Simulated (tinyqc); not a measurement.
Charge neutrality of a doped semiconductor with incomplete ionisation: one step, computed by the program tinyqc.

Energies are counted from the top of the valence band; E_D is measured down from the conduction band and E_A up from the valence band.

Question. The closed form for the extrinsic range. With Boltzmann statistics, no holes and every acceptor ionised, n (n + N_A) = n1 (N_D - N_A - n) with n1 = (N_c/g_D) exp(-E_D/k_B T). Take the positive root.

Inputs (values chosen for the exercise, for a model semiconductor):
```
quantity,value,unit
donor density N_D,1.4e+17,cm^-3
acceptor density N_A,0,cm^-3
donor depth E_D,0.0542,eV
donor degeneracy g_D,2,-
temperature T,200,K
```

Doping: n-type. Statistics of the bands: Fermi-Dirac.

N_c = 1.717694e+18 cm^-3

k_B T = 0.01723467 eV

Give: n1; n from the quadratic.

Answer.

n1 = 3.699e+16 cm^-3

n from the quadratic = 5.581e+16 cm^-3
